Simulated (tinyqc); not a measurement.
Joule-heated wire on a substrate, fin equation: one step of the calculation.

A wire of length L loses heat along itself to two contacts and sideways to the substrate: kap A theta'' - g theta + p = 0 with theta = T - T0 and p = p0. The ends are held at T0. Constant conductivity, diffusive heat flow.

Problem. The tridiagonal system. Nodes x_i = i h, h = L/10; box widths w_i = h (h/2 at the ends); c = kap A/h; equation of node i: -c theta_(i-1) + d_i theta_i - c theta_(i+1) = b_i with d_i = 2 c + g w_i, b_i = p(x_i) w_i; theta = 0 at the end nodes.

Parameters, values chosen for the exercise:
- kap = 260 W/(m K) (conductivity along the wire)
- A = 660 nm^2 (cross-section)
- g = 0.52 W/(m K) (conductance per length to the substrate)
- L = 1900 nm (length between the contacts)
- Rc = 0 K/uW (thermal resistance of each contact)
- p0 = 0.074 uW/nm (heating per length)

Find: c; d; b.

Solution.

c = 0.9032 uW/K

```
node	d (uW/K)	b (uW)
1	1.905	14.06
2	1.905	14.06
3	1.905	14.06
4	1.905	14.06
5	1.905	14.06
6	1.905	14.06
7	1.905	14.06
8	1.905	14.06
9	1.905	14.06
```

Program tinyqc, `OMP_NUM_THREADS=1 python tinyqc.py 2520152 2520153 out.jsonl`; Intel Xeon 2.30GHz, shared host, one thread, about 0.01 s.
